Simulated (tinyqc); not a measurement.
# Ballistic Schottky-barrier transistor with a two-dimensional channel, WKB contacts: two studies

Source Fermi level 0, drain Fermi level -Vd. Far from the contacts Ec = pn - psi, and the gate moves psi one to one; the band edges relax as exp(-x/lam) from pn at the source and pn - Vd at the drain; Ev = Ec - Eg. A carrier of energy w inside the channel band meets at a contact a barrier of height D (the contact edge beyond the channel edge): T = 1 for w >= D, else exp(-S), S = 4 lam sqrt(m/C) [sqrt(D - w) - sqrt(w) arctan sqrt((D - w)/w)], C = hbar^2/(2 m0). The two contacts combine as Ts Td/(Ts + Td - Ts Td).

Parameters, values chosen for the exercise; channel values close to those of an ultrathin silicon body with silicide contacts: temperature T = 250 K; band gap Eg = 1.12 eV; barrier for electrons at both contacts pn = 0.38 eV; electron mass mn = 0.19 m0; hole mass mp = 0.25 m0; valleys or subbands g = 2; screening length at the contacts lam = 2.1 nm; drain bias Vd = 0.3 V.

Constants: q = 1.602176634e-19 C, kB = 1.380649e-23 J/K, hbar = 1.054571817e-34 J s, h = 6.62607015e-34 J s, m0 = 9.1093837015e-31 kg, Vt = kB T/q, hbar^2/(2 m0) = 0.0380998212 eV nm^2. Results are converted to the units shown.

Each table varies one quantity; the others keep the values above.

## Ambipolar transfer curve

I/W = g (2 q^2/h) int T(w) [N(Es + w) - N(Ed + w)] dw with w the energy of motion along the channel, N(y) = (1/2 pi) sqrt(pi m kB T/C) Fm(-y/kB T), Fm(x) = (1/sqrt(pi)) int_0^infinity u^(-1/2)/(1 + exp(u - x)) du. Electrons: Ds = psi, Dd = psi - Vd, Es = Ec, Ed = Ec + Vd. Holes: Ds = -psi, Dd = Vd - psi, Es = -Ev, Ed = -Ev - Vd. The size of each current is taken; both flow from drain to source and add. The integrals are converged. Swing = d(psi)/d(log10 I).

Result of one run:
```
ps (V),electrons (uA/um),holes (uA/um),I (uA/um),swing (mV/decade)
0.12,1.741e-4,4.325e-11,1.741e-4,84.47
```

What becomes of these results when the band shift psi of the channel by the gate ps is changed from 0.12 to 0.33 V, all else the same?

Result of the changed run:
```
ps (V),electrons (uA/um),holes (uA/um),I (uA/um),swing (mV/decade)
0.33,0.09388,1.063e-13,0.09388,72.25
```

The whole series:
```
ps (V),electrons (uA/um),holes (uA/um),I (uA/um),swing (mV/decade)
-0.59,8.613e-18,0.1506,0.1506,-109.6
-0.49,8.935e-16,0.01174,0.01174,-76.08
-0.39,9.268e-14,4.282e-4,4.282e-4,-67.17
-0.29,9.614e-12,1.427e-5,1.427e-5,-68.48
-0.18,1.586e-9,3.749e-7,3.764e-7,-71.56
-0.08,1.646e-7,1.543e-8,1.800e-7,57.91
0.02,1.253e-5,7.370e-10,1.253e-5,84.31
0.12,1.741e-4,4.325e-11,1.741e-4,84.47
0.22,0.003067,3.321e-12,0.003067,76.73
0.33,0.09388,1.063e-13,0.09388,72.25
0.43,1.891,1.025e-15,1.891,88.97
0.53,14.61,9.880e-18,14.61,145.7
```

I goes from 0.151 through a minimum of 1.80e-7 (at ps = -0.08 V among the rows listed) to 14.6 uA/um; the exact minimum lies at psi = -0.115 V. Holes carry the left branch and electrons the right. The ratio of the last row to the smallest is 8.11e7 and of the first row 8.37e5, with barriers of 0.38 eV for electrons and 0.740 eV for holes. The steepest swing among the rows is 57.9 mV/decade, against the thermionic limit 49.6.

## Barrier height from the temperature dependence

Same model as above.

The apparent barrier is -d ln(I_e/T^1.5)/d(q/kB T), taken between T - 10 K and T + 10 K for the electron current.

Barrier height from the temperature dependence:
```
ps (V),electrons (uA/um),Ec (eV),apparent barrier (eV)
-0.25,6.16e-11,0.630,0.630
-0.18,1.59e-9,0.560,0.560
-0.11,4.09e-8,0.490,0.490
-0.04,1.05e-6,0.420,0.420
0,6.75e-6,0.380,0.380
0.1,1.02e-4,0.280,0.309
0.17,7.06e-4,0.210,0.251
0.24,0.00562,0.140,0.189
0.31,0.0497,0.070,0.124
0.38,0.454,0.000,0.059
0.45,3.10,-0.070,0.012
```

What does the table show?

For psi < 0 the channel edge is the highest point, and the apparent barrier follows Ec one to one (0.630 eV against 0.630). At flat band it is 0.380 eV (psi = 0 V), near pn = 0.38 eV. Beyond, the top stays at pn but tunnelling lowers the apparent value to 0.0124 eV in the last row, so only the point where the line bends gives the true barrier.

Range of the model: No scattering, image-force lowering, channel charge or band-to-band tunnelling; parabolic kappa overstates S deep in the gap.

Program tinyqc, `OMP_NUM_THREADS=1 python tinyqc.py 2390114 2390115 out.jsonl`; Intel Xeon 2.30GHz, shared host, one thread, about 0.2 s.
